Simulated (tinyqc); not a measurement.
# Bandgap voltage reference from two bipolar transistors: output against temperature

Two transistors of area 1 and N carry the same current I. Is(T) = Is (T/T0)^eta exp[(Vg0 q/kB)(1/T0 - 1/T)], VBE1 = Vt ln(I/Is(T)) + I rb, VBE2 = Vt ln(I/(N Is(T))) + I rb/N. The amplifier forces I R1(T) = VBE1 - VBE2 + Vos, with R(T) = R (1 + tc (T - T0)) for both resistors, and the output is Vref = VBE1 + I R2(T). Base currents and the Early effect are neglected.

Vt = kB T/q; I = (Vt ln N + Vos)/(R1(T) - rb (1 - 1/N)).

Parameters, values chosen for the exercise; values of the order met in silicon bipolar transistors:
- T0 = 298 K (reference temperature)
- Vg0 = 1.202 V (band-gap voltage extrapolated to 0 K)
- eta = 4.2 (temperature exponent of the saturation current)
- Is = 1.4e-16 A (saturation current of the unit transistor at T0)
- N = 8 (area ratio of the second transistor)
- R1 = 15 kohm (resistor across which the difference of VBE falls, at T0)
- tc = 1200 ppm/K (temperature coefficient of both resistors)
- Vos = 0 mV (offset of the amplifier)
- rb = 13 ohm (series resistance of the unit transistor)
- R2 = 201.8 kohm (output resistor at T0)

Constants: q = 1.602176634e-19 C, kB = 1.380649e-23 J/K. Results are converted to the units shown.

Result of one run:

| I (uA) | VBE1 (V) | I R2 (V) | Vref (V) | Vref - Vref(T0) (mV) | dVref/dT (uV/K) |
|---|---|---|---|---|---|
| 3.197 | 0.7166 | 0.6104 | 1.327 | -7.313 | 189.8 |

Which temperature T gave this result: 253, 273, 323, 348 or 373 K?

T = 253 K.

The whole series:

| T (K) | I (uA) | VBE1 (V) | I R2 (V) | Vref (V) | Vref - Vref(T0) (mV) | dVref/dT (uV/K) |
|---|---|---|---|---|---|---|
| 218 | 2.883 | 0.7935 | 0.5260 | 1.319 | -14.77 | 237.6 |
| 233 | 3.021 | 0.7607 | 0.5622 | 1.323 | -11.37 | 216.3 |
| 253 | 3.197 | 0.7166 | 0.6104 | 1.327 | -7.313 | 189.8 |
| 273 | 3.365 | 0.6719 | 0.6586 | 1.331 | -3.767 | 165.1 |
| 298 | 3.563 | 0.6153 | 0.7189 | 1.334 | 0 | 136.6 |
| 323 | 3.749 | 0.5581 | 0.7792 | 1.337 | 3.079 | 110.1 |
| 348 | 3.925 | 0.5003 | 0.8395 | 1.340 | 5.521 | 85.49 |
| 373 | 4.091 | 0.4418 | 0.8998 | 1.342 | 7.367 | 62.45 |
| 398 | 4.248 | 0.3828 | 0.9601 | 1.343 | 8.655 | 40.81 |
| 423 | 4.397 | 0.3233 | 1.020 | 1.344 | 9.418 | 20.39 |

VBE1 falls by 2.29 mV/K on average and I R2 rises by 2.41 mV/K. The slope of Vref vanishes at T = 449 K. Between 233 and 398 K Vref spans 20.0 mV, or 90.9 ppm/K by the box method (span over the average over T, over 165 K).

Program tinyqc, `OMP_NUM_THREADS=1 python tinyqc.py 2062094 2062095 out.jsonl`; Intel Xeon 2.30GHz, shared host, one thread, about 0.03 s.
